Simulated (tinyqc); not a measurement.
Inversion-layer mobility, back-scattering and ballistic limit of a field-effect transistor: one step, computed by the program tinyqc. Command: `OMP_NUM_THREADS=1 python tinyqc.py 3031139 3031140 out.jsonl mos walk`. One thread of a shared host (Intel(R) Xeon(R) Processor @ 2.30GHz), about 0.01 s of CPU time with the checks.

The charge at the top of the source barrier is fixed by the gate; series resistance and short-channel effects are left out. F_j are Fermi integrals normalised to exp(eta) in the classical limit.

Task: Back-scattering. F_j(eta) = (1/Gamma(j + 1)) int_0^infinity x^j/(1 + exp(x - eta)) dx, F_0 = ln(1 + exp(eta)). Integrals over x = E/(k_B T) use 160 Gauss-Legendre points in u = sqrt(x) from 0 to sqrt(max(eta, 0) + 32). Ballistic channel: N_2D = g_v m k_B T/(pi hbar^2), U = e V_D/(k_B T); eta_F solves N_inv = (N_2D/2)[F_0(eta_F) + F_0(eta_F - U)]; v_T = sqrt(2 k_B T/(pi m)); I/W = e (N_2D/2) v_T [F_1/2(eta_F) - F_1/2(eta_F - U)]; injection velocity v_T F_1/2(eta_F)/F_0(eta_F). Mean free path lambda = (2 k_B T/e)(mu/v_T) F_0(eta_0)/F_-1/2(eta_0), with eta_0 from N_inv = N_2D F_0(eta_0); critical length l = L (1 + U)^(-a), an empirical rule; back-scattering r = l/(l + lambda). Then eta solves N_inv = (N_2D/2)[(1 + r) F_0(eta) + (1 - r) F_0(eta - U)] and I/W = e (N_2D/2) v_T (1 - r)[F_1/2(eta) - F_1/2(eta - U)]. Ballistic ratio: I over the ballistic current. Apparent mobility 1/(1/mu + 1/mu_B), mu_B = mu L/lambda.

Inputs (values chosen for the exercise, modelled on a 4H-SiC n-channel):

| quantity | value | unit |
|---|---|---|
| transport mass m | 0.3 | m_0 |
| valley degeneracy g_v | 3 | - |
| gate overdrive V_G - V_T | 0.51 | V |
| drain voltage V_D | 0.7 | V |
| channel length L | 890 | nm |
| exponent a of the critical length | 0.63 | - |
| temperature T | 77 | K |

Statistics at the top of the barrier: Fermi-Dirac.

inversion density N_inv = 6.106616e+12 1/cm^2

effective mobility mu = 30.96165 cm^2/(V s)

Constants: m_0 = 9.1093837015e-31 kg; k_B = 1.380649e-23 J/K; hbar = 1.054571817e-34 J s; k_B = 8.617333262e-05 eV/K; e = 1.602176634e-19 C.

Give: eta_0; mean free path lambda; critical length l; back-scattering coefficient r; current I/W; ballistic ratio; apparent low-field mobility.

Result:

eta_0 = 2.357

mean free path lambda = 1.255 nm

critical length l = 47.01 nm

back-scattering coefficient r = 0.9740

current I/W = 8.873 microampere/micrometre

ballistic ratio = 0.01041

apparent low-field mobility = 30.92 cm^2/(V s)

L/lambda = 709.06, but at this drain voltage only the first 47.0 nm can return a carrier to the source, so the device works at 1 % of its ballistic limit. Caution: the current exceeds the long-channel drift law, so the empirical rule for l, meant for short channels, is too generous here.
